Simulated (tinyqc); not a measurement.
# Changing the temperature of the worked step T

Model: nucleation and growth of vacancy voids in a cooling silicon-like crystal. Computed by tinyqc, a small Python program. Command: `OMP_NUM_THREADS=1 python tinyqc.py 3028646 3028647 out.jsonl voids sweep`. One thread of a shared host (Intel(R) Xeon(R) Processor @ 2.30GHz), about 0.02 s of CPU time with the checks.

Spherical voids; vacancies are lost only to voids.

Inputs (values chosen for the exercise, for a model crystal):
```
quantity,value,unit
vacancy density at the melting point C_m,6.7e+14,1/cm^3
formation energy E_f,3.75,eV
melting point T_m,1685,K
diffusion prefactor D0,0.00074,cm^2/s
migration energy E_m,0.37,eV
site density rho,5e+22,1/cm^3
void surface energy gamma,0.904,J/m^2
vacancy excess C0,6.1e+13,1/cm^3
```

Vacancy supply: given.

Constants: k_B = 8.617333262e-05 eV/K; k_B = 1.380649e-23 J/K; e = 1.602176634e-19 C.

Method. C = C0 as given. C_e = C_m exp[-(E_f/k_B)(1/T - 1/T_m)]; D = D0 exp(-E_m/(k_B T)); f = k_B T ln(C/C_e); r* = 2 gamma/(rho f); W* = 16 pi gamma^3/(3 rho^2 f^2); Z = f/sqrt(12 pi W* k_B T); I = rho Z (4 pi r* D C) exp(-W*/(k_B T)).

One run for each value:
```
temperature of the worked step T (K),rate I (1/(cm^3 s)),W*/(k_B T),critical radius r* (nm),C_e (1/cm^3)
1300,2.025e+11,31.0,0.3836,3.194e+11
1320,9.785e+08,36.3,0.4182,5.305e+11
1340,9.362e+05,43.2,0.4596,8.676e+11
1360,8.483e+01,52.5,0.5101,1.399e+12
1370,2.347e-01,58.3,0.5398,1.767e+12
1390,4.914e-08,73.6,0.6108,2.790e+12
1410,6.581e-18,96.3,0.7034,4.350e+12
1430,1.999e-33,131.9,0.8291,6.699e+12
```

What does the table show?

Over the rows, rate I (1/(cm^3 s)) falls from 2.02e11 to 2.00e-33 (exponent d ln y / d ln x -350 between the first rows and -2500 between the last); W*/(k_B T) rises from 31.0 to 132 (exponent d ln y / d ln x 10 between the first rows and 22 between the last); critical radius r* (nm) rises from 0.384 to 0.829 (exponent d ln y / d ln x 5.7 between the first rows and 12 between the last).

Caution (rows 1300): at such a rate voids would have used up the initial excess before the crystal cooled to this T.
